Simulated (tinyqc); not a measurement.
Hole doping of the spin-split valence bands: two-band massive Dirac model of the K valleys.

Basis (conduction, valence): H = [[D/2, a t (tau kx - i ky)], [a t (tau kx + i ky), -D/2 + lam tau sz]], valley tau = +/-1, spin sz = +/-1. The gap of a spin and valley is G = D - lam tau sz. Berry curvature Omega = curl of i<u|grad u>; for the conduction band Omega_c = -tau 2 a^2 t^2 G/(G^2 + 4 a^2 t^2 k^2)^(3/2), and Omega_v = -Omega_c.

Parameters, chosen for this exercise (near those used for monolayer WS2; shifted at random, so the results belong to these values and not to a real crystal): a = 3.206 angstrom (lattice constant); D = 1.85 eV (gap parameter); t = 1.43 eV (effective hopping); lam = 0.219 eV (half the valence spin splitting).

The Fermi level lies E below the top of the valence band. kF for the upper and lower band of valley +1 from the two-band energy; each flavour holds kF^2/(4 pi) holes per area and both valleys count. Spin polarisation within one valley; Berry flux removed from valley +1, the sum of (1 - cos(theta_F))/2 with cos(theta_F) = G/sqrt(G^2 + 4 a^2 t^2 kF^2), in units of 2 pi.

Holes:

| E (meV) | kF upper (1/angstrom) | kF lower | p (1e12/cm^2) | spin polarisation in a valley | flux/2 pi |
|---|---|---|---|---|---|
| 54.8 | 0.0663 | 0.0000 | 6.99 | 1.000 | 0.0315 |
| 109.5 | 0.0952 | 0.0000 | 14.43 | 1.000 | 0.0592 |
| 219.0 | 0.1388 | 0.0000 | 30.68 | 1.000 | 0.1058 |
| 328.5 | 0.1750 | 0.0000 | 48.74 | 1.000 | 0.1436 |
| 416.1 | 0.2013 | 0.0000 | 64.50 | 1.000 | 0.1689 |
| 481.8 | 0.2201 | 0.0664 | 84.09 | 0.833 | 0.2060 |
| 657.0 | 0.2674 | 0.1544 | 151.77 | 0.500 | 0.3104 |
| 876.0 | 0.3232 | 0.2286 | 249.44 | 0.333 | 0.4077 |

Up to E = 2 lam = 438 meV, a density of 68.6e12/cm^2, only the upper band of this model is emptied and each valley is fully spin-polarised, oppositely in the two. Beyond it the polarisation falls, to 0.33 in the last row. The flux, times e^2/h, is in size the change of the Hall conductivity of one valley; the other valley cancels it in the charge current. Rows with kF above about 0.2 1/angstrom lie beyond the range of the model, and in real layers the valley at Gamma, close below in MoS2 and WS2, can take holes as well.

Run: tinyqc, `OMP_NUM_THREADS=1 python tinyqc.py 1482385 1482386 out.jsonl`; Intel(R) Xeon(R) Processor @ 2.30GHz, one thread, shared host; about 0.01 s of CPU time with all checks.
